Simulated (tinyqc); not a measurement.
Transit time and capacitance from two cut-off frequencies.

Problem. 1/(2 pi fT) = tauF + Vt C/JC, C the sum of the junction capacitances per area. Find C, tauF and the limit of fT at high current.

Inputs (values chosen for the exercise): temperature T = 350 K.

Constants: q = 1.602176634e-19 C, kB = 1.380649e-23 J/K, Vt = kB T/q. Results are converted to the units shown.

JC (mA/um^2): [0.034, 0.26]
fT (GHz): [16.648713, 26.201227]

Answer. The delay is a straight line in 1/JC with slope Vt C and intercept tauF.

C = 4.520 fF/um^2
tauF = 5.550 ps
limit of fT = 28.68 GHz

Computed by the program tinyqc: `OMP_NUM_THREADS=1 python tinyqc.py 2320143 2320144 out.jsonl`, one thread of a shared Intel Xeon 2.30GHz, about 0.01 s for the whole run.
